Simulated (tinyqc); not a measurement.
What each parameter does: sp3s* tight binding.

sp3s* tight binding, nearest neighbours only: anion (a) at 0, cation (c) at a/4 (1,1,1), orbitals s, px, py, pz, s* on each; k in units of 2 pi/a. With phases e_j = exp(i (pi/2) k.n_j) for n = (1,1,1), (1,-1,-1), (-1,1,-1), (-1,-1,1): g0 = (e1+e2+e3+e4)/4, g1 = (e1+e2-e3-e4)/4, g2 = (e1-e2+e3-e4)/4, g3 = (e1-e2-e3+e4)/4. The diagonal holds the levels Esa, Epa, Exa (s*) and Esc, Epc, Exc. Anion-cation block: <sa|sc> = Vss g0; <sa|xc> = Vsapc g1; <xa|sc> = -Vscpa g1; <xa|xc> = Vxx g0; <xa|yc> = <ya|xc> = Vxy g3, <xa|zc> = <za|xc> = Vxy g2, <ya|zc> = <za|yc> = Vxy g1; <s*a|xc> = Vxapc g1; <xa|s*c> = -Vpaxc g1; y and z take g2 and g3 in place of g1; s-s* and s*-s* vanish.

Parameters, chosen for this exercise (near a published set for Si, fitted to gaps, whose masses and valley positions are rough; the results hold for these values, not for the real material):
- Esa = -4.19 eV (s level of the anion)
- Epa = 1.721 eV (p level of the anion)
- Esc = -4.19 eV (s level of the cation)
- Epc = 1.721 eV (p level of the cation)
- Exa = 6.664 eV (s* level of the anion)
- Exc = 6.664 eV (s* level of the cation)
- Vss = -8.266 eV (s-s)
- Vxx = 1.724 eV (px-px)
- Vxy = 4.609 eV (px-py)
- Vsapc = 5.729 eV (s anion, p cation)
- Vscpa = 5.729 eV (s cation, p anion)
- Vxapc = 5.365 eV (s* anion, p cation)
- Vpaxc = 5.365 eV (p anion, s* cation)

Gaps from the top of the valence band at Gamma; Delta is the minimum on (x,0,0), 0.5 <= x <= 1. A change on one sublattice alone makes the two atoms unequal.

Results for these values:

| case | Ev (eV) | gap Gamma (eV) | gap Delta (eV) | gap L (eV) |
|---|---|---|---|---|
| base | -0.0030 | 3.4480 | 1.1824 | 2.4892 |

What happens to each result for Vss = -8.066 eV, all else kept?

Answer: Ev does not change at the printed digits; gap Gamma does not change at the printed digits; gap Delta rises from 1.1824 to 1.1961; gap L falls from 2.4892 to 2.4263.

The same for each parameter in turn:

| case | Ev (eV) | gap Gamma (eV) | gap Delta (eV) | gap L (eV) |
|---|---|---|---|---|
| base | -0.0030 | 3.4480 | 1.1824 | 2.4892 |
| Vscpa = 5.929 eV | -0.0030 | 3.4480 | 1.2305 | 2.4975 |
| Epa = 1.421 eV | -0.1595 | 3.4610 | 1.2678 | 2.5826 |
| Vpaxc = 5.065 eV | -0.0030 | 3.4480 | 1.2912 | 2.4984 |
| Vss = -8.066 eV | -0.0030 | 3.4480 | 1.1961 | 2.4263 |
| Exa = 6.864 eV | -0.0030 | 3.4480 | 1.2182 | 2.4967 |
| Esc = -4.39 eV | -0.0030 | 3.4480 | 1.1655 | 2.4213 |

Vscpa, Vpaxc and Exa cannot move Ev or the gap at Gamma, whose blocks do not hold them; s parameters never move Ev, and move the gap only where the lowest empty level at Gamma is s-like.

tinyqc: `OMP_NUM_THREADS=1 python tinyqc.py 1450971 1450972 out.jsonl`; about 0.1 s, one thread, shared Intel(R) Xeon(R) Processor @ 2.30GHz.
